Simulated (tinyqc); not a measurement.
Landau-Devonshire theory of a uniaxial ferroelectric: one step, computed by the program tinyqc.

G(P) = (alpha/2) P^2 + (beta*/4) P^4 + (gamma/6) P^6 - E P per volume, SI units, one domain, P along the polar axis, which is normal to the film.

Question. Coefficients at T. alpha = alpha_0 (T - T0*), with clamping: T0* = T0 + 4 Q12 u_m/(alpha_0 (s11 + s12)), beta* = beta + 4 Q12^2/(s11 + s12).

Inputs (values chosen for the exercise, modelled on lead titanate):
```
quantity                        value         unit
alpha_0                        795000  J m/(C^2 K)
Curie-Weiss temperature T0        752            K
beta                        -2.89e+08    J m^5/C^4
temperature T                     361            K
misfit strain u_m             -0.0099            -
electrostriction Q12           -0.026      m^4/C^2
compliance s11 + s12          5.5e-12        m^2/N
```

Sample: epitaxial film.

Give: T0*; alpha; beta*.

Answer.

T0* = 987.47 K

alpha = -4.9804e+08 J m/C^2

beta* = 2.0264e+08 J m^5/C^4

Compression raises T0 by 235 K. beta* > 0: the transition is of second order, although the free crystal has a first-order one.
